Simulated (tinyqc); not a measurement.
Worked calculation: sp3 tight binding, zinc-blende lattice. Computed by tinyqc, a small Python program that keeps every step. Command: `OMP_NUM_THREADS=1 python tinyqc.py 23063 23064 out.jsonl` (the two numbers bound the seeds that draw the settings). One thread of a shared host (Intel(R) Xeon(R) Processor @ 2.60GHz), about 0.01 s of CPU time with the checks.

## Bloch Hamiltonian at k

Parameters chosen for this model: zinc-blende lattice, anion at 0, cation at a/4 (1,1,1); V = eta hbar^2 / (m d^2), hbar^2/m = 7.619964 eV angstrom^2:
```
parameter,value,unit
a,5.140000,angstrom
d,2.225685,angstrom
Es anion,-16.300000,eV
Ep anion,-7.520000,eV
Es cation,-10.530000,eV
Ep cation,-4.500000,eV
eta ss,-1.400000,
eta sp,1.840000,
eta pp sigma,3.240000,
eta pp pi,-0.810000,
V ss,-2.153542,eV
V sp,2.830370,eV
V pp sigma,4.983913,eV
V pp pi,-1.245978,eV
```

k point k (2 pi / a): 0.200000  0.640000  0.170000

Slater-Koster rules over the four bonds with direction cosines (l, m, n): ss V_ss; s-px l V_sp; px-s -l V_sp; px-px l^2 V_pps + (1 - l^2) V_ppp; px-py l m (V_pps - V_ppp); each times exp(i k.d).

H(k) at k (eV), lower triangle (Hermitian):
```
,a s,a px,a py,a pz,c s,c px,c py,c pz
a s,-16.300000
a px,0.000000,-7.520000
a py,0.000000,0.000000,-7.520000
a pz,0.000000,0.000000,0.000000,-7.520000
c s,-4.234209-0.593065i,1.385017+1.043945i,0.285591+5.062770i,1.644994+0.878959i,-10.530000
c px,-1.385017-1.043945i,1.633195+0.228753i,-2.090455-1.116979i,-0.362928-6.433758i,0.000000,-4.500000
c py,-0.285591-5.062770i,-2.090455-1.116979i,1.633195+0.228753i,-1.760077-1.326643i,0.000000,0.000000,-4.500000
c pz,-1.644994-0.878959i,-0.362928-6.433758i,-1.760077-1.326643i,1.633195+0.228753i,0.000000,0.000000,0.000000,-4.500000
```

## Levels at k

Diagonalise the Hermitian matrix.

eigenvalues (eV): -20.463274  -14.882357  -13.155622  -12.903995  -3.161848  -1.367637  1.112943  1.931790

weights |c|^2 of the basis functions:
```
,band 1,band 2,band 3,band 4,band 5,band 6,band 7,band 8
a s,0.700649,0.068480,0.003005,0.034132,0.126398,0.058693,0.000091,0.008552
a px,0.001305,0.152355,0.212912,0.222905,0.026656,0.011262,0.205950,0.166654
a py,0.021719,0.165285,0.017189,0.261618,0.260331,0.218051,0.000183,0.055625
a pz,0.000858,0.145437,0.370227,0.067102,0.040283,0.014233,0.187778,0.174083
c s,0.194242,0.257260,0.009888,0.104025,0.390690,0.031369,0.000126,0.012400
c px,0.007474,0.086125,0.179554,0.109681,0.020376,0.035566,0.316210,0.245013
c py,0.066674,0.027706,0.008705,0.127048,0.104424,0.583270,0.000279,0.081894
c pz,0.007079,0.097351,0.198519,0.073490,0.030841,0.047557,0.289384,0.255780
```

## Bloch Hamiltonian at L

k point L (2 pi / a): 0.500000  0.500000  0.500000

As before.

H(k) at L (eV), lower triangle (Hermitian):
```
,a s,a px,a py,a pz,c s,c px,c py,c pz
a s,-16.300000
a px,0.000000,-7.520000
a py,0.000000,0.000000,-7.520000
a pz,0.000000,0.000000,0.000000,-7.520000
c s,-3.045569-3.045569i,2.310988+2.310988i,2.310988+2.310988i,2.310988+2.310988i,-10.530000
c px,-2.310988-2.310988i,1.174719+1.174719i,-2.936799-2.936799i,-2.936799-2.936799i,0.000000,-4.500000
c py,-2.310988-2.310988i,-2.936799-2.936799i,1.174719+1.174719i,-2.936799-2.936799i,0.000000,0.000000,-4.500000
c pz,-2.310988-2.310988i,-2.936799-2.936799i,-2.936799-2.936799i,1.174719+1.174719i,0.000000,0.000000,0.000000,-4.500000
```

## Levels at L

As before.

eigenvalues (eV): -20.246427  -16.455572  -12.017434  -12.017434  -4.534956  -0.002566  -0.002566  2.386954

## Bands along a path

The same steps at evenly spaced points between the labelled ones.

Bands along the path (eV):
```
k,band 1,band 2,band 3,band 4,band 5,band 6,band 7,band 8
L,-20.246427,-16.455572,-12.017434,-12.017434,-4.534956,-0.002566,-0.002566,2.386954
L-G 0.20,-20.616496,-15.805311,-11.833657,-11.833657,-4.472548,-0.186343,-0.186343,2.044355
L-G 0.40,-21.314692,-14.287861,-11.322496,-11.322496,-4.318322,-0.697504,-0.697504,1.070876
L-G 0.60,-21.941918,-12.395464,-10.612877,-10.612877,-4.166108,-1.407123,-1.407123,-0.346509
L-G 0.80,-22.355800,-10.558847,-9.946256,-9.946256,-4.173804,-2.073744,-2.073744,-1.761548
G,-22.499445,-9.659634,-9.659634,-9.659634,-4.330555,-2.360366,-2.360366,-2.360366
G-X 0.20,-22.307084,-10.352163,-10.352163,-10.248729,-3.997768,-2.296420,-1.667837,-1.667837
G-X 0.40,-21.743442,-11.784428,-11.784428,-11.642539,-3.343510,-2.120509,-0.235572,-0.235572
G-X 0.60,-20.860503,-13.331229,-13.169204,-13.169204,-2.774959,-1.883309,1.149204,1.149204
G-X 0.80,-19.817030,-14.926577,-14.118258,-14.118258,-2.430289,-1.676104,2.098258,2.098258
X,-19.205414,-15.732483,-14.452653,-14.452653,-2.317517,-1.594586,2.432653,2.432653
X-W 0.20,-19.205414,-15.732483,-14.452653,-14.452653,-2.317517,-1.594586,2.432653,2.432653
X-W 0.40,-19.205414,-15.732483,-14.452653,-14.452653,-2.317517,-1.594586,2.432653,2.432653
X-W 0.60,-19.205414,-15.732483,-14.452653,-14.452653,-2.317517,-1.594586,2.432653,2.432653
X-W 0.80,-19.205414,-15.732483,-14.452653,-14.452653,-2.317517,-1.594586,2.432653,2.432653
W,-19.205414,-15.732483,-14.452653,-14.452653,-2.317517,-1.594586,2.432653,2.432653
```

With 4 band(s) filled, the highest filled level on these points lies at G and the lowest empty one at L: a gap of 5.1247 eV, indirect.
